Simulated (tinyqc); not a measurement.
Which stress helps holes along [110]: six-band Luttinger-Kohn model with strain.

Six-band Luttinger-Kohn model in the basis |3/2,3/2>, |3/2,1/2>, |3/2,-1/2>, |3/2,-3/2>, |1/2,1/2>, |1/2,-1/2>, electron energies, zero at the top of the unstrained valence band. H = -[rows: (P+Q, -S, R, 0, -S/r2, r2 R); (-S*, P-Q, 0, R, -r2 Q, r32 S); (R*, 0, P-Q, S, r32 S*, r2 Q); (0, R*, S*, P+Q, -r2 R*, -S*/r2); (-S*/r2, -r2 Q, r32 S, -r2 R, P+Dso, 0); (r2 R*, r32 S*, r2 Q, -S/r2, 0, P+Dso)], r2 = sqrt(2), r32 = sqrt(3/2). Levels are twofold.

P = c g1 k^2 - av tr(e); Q = c g2 (kx^2 + ky^2 - 2 kz^2) - (b/2)(exx + eyy - 2 ezz); R = c sqrt3 [-g2 (kx^2 - ky^2) + 2i g3 kx ky] + (sqrt3/2) b (exx - eyy) - i d exy; S = 2 c sqrt3 g3 (kx - i ky) kz - d (exz - i eyz); c = hbar^2/2m0, e the strain tensor (not engineering shear).

s11 = (C11 + C12)/((C11 - C12)(C11 + 2 C12)), s12 = -C12/((C11 - C12)(C11 + 2 C12)), s44 = 1/C44; exx = s11 sxx + s12 (syy + szz) and cyclic, exy = s44 sxy/2; tension is positive. A uniaxial stress X along the unit vector n is s_ij = X n_i n_j.

Constants: hbar^2/2m0 = 3.80998211 eV angstrom^2.

Parameters, chosen for this exercise (near those of Ge; not measured data): Dso = 0.289 eV (spin-orbit splitting); g1 = 13.48 (Luttinger gamma1); g2 = 4.2 (gamma2); g3 = 5.63 (gamma3); av = 1.3 eV (valence hydrostatic potential); b = -2.56 eV (tetragonal shear potential); d = -5.2 eV (trigonal shear potential); C11 = 131 GPa; C12 = 49.6 GPa; C44 = 64.4 GPa; X1 = 1.4 GPa (size of the stress).

Each load has size X1 (biaxial: sxx = syy); masses are curvatures of the top pair at k = 0.

Results:
```
load,splitting (meV),top edge (meV),m [110],m [001]
"uniaxial [110], compression",78.7,35.3,0.036,0.141
"uniaxial [110], tension",62.7,44.1,0.295,0.051
"uniaxial [100], compression",99.3,47.4,0.060,0.136
"uniaxial [100], tension",73.1,51.9,0.088,0.057
"uniaxial [111], compression",71.8,31.2,0.047,0.074
"uniaxial [111], tension",57.2,40.5,0.127,0.074
"biaxial (001), compression",73.1,28.2,0.057,0.197
"biaxial (001), tension",99.3,71.1,0.136,0.039
```

How do the results move, and what explains it?

The lightest mass along [110] (0.036) comes with uniaxial [110], compression. The largest splitting (99.3 meV) comes with uniaxial [100], compression; biaxial (001), tension. The heaviest mass along [001] (0.197), which lowers the confinement energy in a (001) channel, comes with biaxial (001), compression. The splitting per GPa follows b (s11 - s12) for loads along cube axes and d s44 for [111]: here 2 |b| (s11 - s12) = 62.9 and |d| s44/sqrt3 = 46.6 meV per GPa in the limit of large Dso; where the splitting nears Dso, mixing with the split-off band makes it depend on the sign of the load.

Run: tinyqc, `OMP_NUM_THREADS=1 python tinyqc.py 1051383 1051384 out.jsonl`; Intel(R) Xeon(R) Processor @ 2.30GHz, one thread, shared host; about 0.05 s of CPU time with all checks.
